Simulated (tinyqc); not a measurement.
Sublattice potential against complex hopping: Haldane model. Computed by the program tinyqc. 

Honeycomb lattice:
```
parameter      value
t1 (eV)     2.870000
t2 (eV)     0.540000
phi (rad)  -2.150000
```

H_AA = delta - 2 t2 sum cos(k.b + phi), H_BB = -delta - 2 t2 sum cos(k.b - phi), H_AB = -t1 (1 + exp(-i k.a1) + exp(-i k.a2)), b = a1, a2 - a1, -a2, m = 3 sqrt3 t2 sin(phi); the sign of the Chern number follows the orientation k1 then k2.

Gaps at the two valleys (eV) and Chern number of the lower band (12 x 12 mesh):
```
delta   gap 2|delta - m|  gap 2|delta + m|  Chern number
-4.227             3.757            13.151             0
-3.053             1.409            10.803             0
-1.409             1.879             7.515             1
0.000              4.697             4.697             1
0.939              6.575             2.819             1
1.761              8.219             1.175             1
2.935             10.567             1.173             0
4.696             14.089             4.695             0
```

Here |m| = 2.3483 eV. For |delta| < |m| the two valleys have masses of opposite sign and the Chern number is +/-1; one gap closes at |delta| = |m|, and beyond it the band is trivial.
